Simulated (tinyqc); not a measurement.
Electron mobility in a silicon inversion layer, empirical terms and Matthiessen rule: one step of the calculation.

Inversion layer of sheet density Ns on a uniformly doped body. The mobility terms are empirical power laws with prefactors chosen for the exercise; adding their inverses (Matthiessen) is itself an approximation.

Task. Inversion density for the measured current. I = (W/L) q Ns mu Vd. E = q (Ndep + eta Ns)/(eps0 eps_r) in MV/cm. With t = T/(300 K): muC = Ac (Ns/1e12 cm^-2) t/(Nb/1e17 cm^-3 + Nit/1e11 cm^-2), muP = Ap E^(-1/3) t^(-1.75), muS = As E^(-gs); 1/mu is the sum of the inverses. Ns(new) = I/((W/L) q mu Vd).

Values chosen for this exercise; material values close to those of silicon:
```
symbol   value        unit                                                meaning
T          273           K                                            temperature
eps_r     11.5                         relative permittivity of the semiconductor
Nb      1.6e18       cm^-3                                            body doping
eta        0.5              weight of the inversion charge in the effective field
Ap         439  cm^2/(V s)           phonon-limited mobility at 1 MV/cm and 300 K
As        1190  cm^2/(V s)                  roughness-limited mobility at 1 MV/cm
gs           2                                     exponent of the roughness term
Ac        3100  cm^2/(V s)                                      Coulomb prefactor
Nit     4.7e10       cm^-2                                charge at the interface
WL          10                                                          ratio W/L
Vd        0.01           V                                          drain voltage
I         1.89          uA                                measured linear current
```

Constants: q = 1.602176634e-19 C, eps0 = 8.8541878128e-14 F/cm where lengths are in cm. Results are converted to the units shown.

Ns after iteration 1 = 7.6515367e11 cm^-2
Ndep = 5.1094569e12 cm^-2

Wanted: E; mu; Ns after iteration 2.

Result.

E = 0.8642 MV/cm
mu = 99.03 cm^2/(V s)
Ns after iteration 2 = 1.191e12 cm^-2

Numbers from tinyqc (`OMP_NUM_THREADS=1 python tinyqc.py 2510045 2510046 out.jsonl`; about 0.01 s on one thread of a shared Intel Xeon 2.30GHz).
